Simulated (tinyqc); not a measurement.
Grain-boundary trapping model (Seto) of a polycrystalline semiconductor film: one step, computed by the program tinyqc. Command: `OMP_NUM_THREADS=1 python tinyqc.py 3013881 3013882 out.jsonl poly walk`. One thread of a shared host (Intel(R) Xeon(R) Processor @ 2.30GHz), about 0.01 s of CPU time with the checks.

Grains of equal size L are joined by thin boundaries with one trap level. Trapped carriers deplete a width W on each side and raise a barrier, crossed by thermionic emission. Dopants are fully ionised, statistics are non-degenerate and mu_g does not depend on T.

Question. Activation energy. N_c(T) = N_c (T/300 K)^(3/2). Filled traps Q = Q_t/(1 + (1/2) exp((E_t* - E_F)/k_B T)), where E_t* = e V_B - E_t and E_F are counted from the band edge at the grain centre. Partial depletion: Q = 2 N W, V_B = e N W^2/(2 eps eps_0), E_F = k_B T ln(N/N_c); solve for W. If that W would exceed L/2 the grain is fully depleted: W = L/2, Q = N L, and E_F follows from the trap equation. Centre density n_0 = N_c exp(E_F/k_B T). Boundary: sigma_b = L e^2 n_0 exp(-e V_B/k_B T)/sqrt(2 pi m k_B T); drift through the grain, depleted parts included: rho_g = [(1 - 2W/L) + (2W/L) int_0^1 exp(y^2 s^2) ds]/(e n_0 mu_g); rho = 1/sigma_b + rho_g. Mean carrier density n_av = n_0 [(1 - 2W/L) + (2W/L) (sqrt(pi)/2) erf(y)/y], y = sqrt(e V_B/k_B T); effective mobility 1/(e n_av rho). E_a = d ln(rho)/d(1/k_B T) from T - 5 K and T + 5 K; temperature coefficient d ln(rho)/dT.

Inputs (values chosen for the exercise, modelled on polycrystalline SiGe):
```
quantity                                     value        unit
permittivity eps                              13.5           -
effective mass m                              0.32         m_0
effective density of states at 300 K, N_c  1.5e+19      1/cm^3
grain size L                                    53          nm
trap density Q_t                           3.8e+12      1/cm^2
trap level E_t below the band edge            0.45          eV
doping N                                   1.2e+19      1/cm^3
mobility inside the grains mu_g                180  cm^2/(V s)
temperature T                                  250           K
```

Grain interior: resistance included.

Constants: k_B = 8.617333262e-05 eV/K; e = 1.602176634e-19 C; eps_0 = 8.8541878128e-12 F/m; m_0 = 9.1093837015e-31 kg; k_B = 1.380649e-23 J/K.

Give: activation energy E_a; temperature coefficient.

Answer.

activation energy E_a = 0.0032726 eV

temperature coefficient = -0.060788 %/K
